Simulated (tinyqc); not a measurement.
Number of periods: periodic multilayer mirror for extreme ultraviolet light.

s polarisation, vacuum above. q_j = sqrt(N_j^2 - sin^2 theta); interface r_jk = (q_j - q_k)/(q_j + q_k) exp(-2 (2 pi/lam)^2 q_j q_k sg^2) (Nevot-Croce; sg = 0 if not given); phase factor of a layer x_j = exp(4 pi i q_j d_j/lam). Each period has the spacer (thickness (1 - Gm) L) on top of the absorber (Gm L). In this recursion R is the amplitude; R in tables and results is the reflectance, its squared modulus. The substrate is of the spacer material. Starting with R = 0 in it, each interface upward gives R -> (r + R x)/(1 + r R x), x that of the layer below the interface (1 for the substrate).

Parameters, chosen for this exercise (optical constants near those of Mo and Si at 13.5 nm; shifted at random, so the results belong to these values and not to a real crystal): lam = 13.5 nm (wavelength); dA = (0.0736, 0.0068) (delta and beta of the absorber, N = 1 - delta + i beta); dS = (0.001, 0.0019) (delta and beta of the spacer and the substrate); L = 6.94 nm (period); Gm = 0.45 (absorber share of the period); theta = 6 degrees (angle from the normal); sg = 0.3 nm (interface roughness).

The last column sets both beta to zero.

Reflectance:

| periods | R | R without absorption |
|---|---|---|
| 5 | 0.103 | 0.117 |
| 10 | 0.295 | 0.367 |
| 15 | 0.458 | 0.602 |
| 20 | 0.565 | 0.767 |
| 30 | 0.661 | 0.927 |
| 40 | 0.690 | 0.978 |
| 50 | 0.699 | 0.993 |
| 60 | 0.701 | 0.998 |
| 100 | 0.702 | 1.000 |

Give the missing row, periods = 80.

Computed row:
```
periods      R  R without absorption
80       0.702                 1.000
```

R reaches 0.690 at 40 periods and 0.702 at 100; it stays within 0.01 of the last value from 50 periods on. Without absorption the last value is 1.000: absorption, not the count of layers, caps the mirror, and the roughness, which weakens each reflection, lowers that cap further.

Program tinyqc; command `OMP_NUM_THREADS=1 python tinyqc.py 1680146 1680147 out.jsonl`; about 0.01 s on one thread of a shared Intel(R) Xeon(R) Processor @ 2.30GHz.
